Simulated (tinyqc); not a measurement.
# Read current of a NAND string, cells in series solved by shooting, step by step

tinyqc, about 0.7 s, one thread, Intel Xeon 2.30GHz (shared host): `OMP_NUM_THREADS=1 python tinyqc.py 2142236 2142237 out.jsonl` Printed values are rounded.

Cells in series, numbered from 0 at the source line (0 V) to the bit line, each followed by a gap resistance Rg. A cell with gate Vg, threshold VT, source Vs and drain Vd passes I = 2 nf K Vt^2 [F(Vs) - F(Vd)]/(1 + th max(Vg - VT, 0)), F(V) = ln^2(1 + exp((Vg - VT - nf V)/(2 nf Vt))). The selected cell has Vg = Vr, the others Vg = Vp.

Values chosen for this exercise; values of the order met in vertical NAND strings:
- T = 358 K (temperature)
- K = 6.4 uA/V^2 (gain factor of a cell)
- nf = 2.2 (slope factor)
- th = 0.09 1/V (mobility reduction factor)
- Rg = 2.3 kohm (resistance of the gap between cells)
- Vbl = 0.7 V (bit-line voltage)
- Vp = 7.1 V (pass voltage)
- Vr = 3.09 V (read voltage on the selected word line)

Constants: q = 1.602176634e-19 C, kB = 1.380649e-23 J/K, Vt = kB T/q. Results are converted to the units shown.

## Step 1: node voltages for a trial current

first trial current = 1.2 uA
thresholds from the source end, cell 0 to 5 (V): -2.1  1.1  3  3  -2.1  3

For a trial current I start at 0 V and, cell by cell (the selected one is cell 1), solve for the drain: sqrt(F(Vd)) = sqrt(F(Vs) - I/k), k = 2 nf K Vt^2/(1 + th max(Vg - VT, 0)), Vd = [Vg - VT - 2 nf Vt ln(exp(sqrt F) - 1)]/nf, then add I Rg.

node voltage after each cell and gap, trial 1, cell 0 to 5 (V): 0.0401829  0.168293  0.241331  0.317680  0.360971  0.443494

## Step 2: node voltages for a trial current

second trial current = 1.5 uA

As before.

node voltage after each cell and gap, trial 2, cell 0 to 5 (V): 0.0502815  0.216232  0.310728  0.411121  0.466577  0.578643

## Course of the secant iteration

Secant steps on the end voltage less Vbl, from the two trials; a trial above the saturation current of a cell has no solution and is moved halfway to the previous trial. Stop below 1e-9 V.

Course of the iteration:
```
iteration   I (uA)  end voltage - Vbl (V)  halvings
1          1.76938                 0.0138         0
2          1.74182               -7.40e-4         0
3          1.74322               -4.51e-6         0
4          1.74323                1.47e-9         0
5          1.74323              -2.44e-15         0
```

Converged in 5 iterations to I = 1.7432 uA. The selected cell takes 27.9 % of the bit-line voltage and the gaps together 3.44 %.
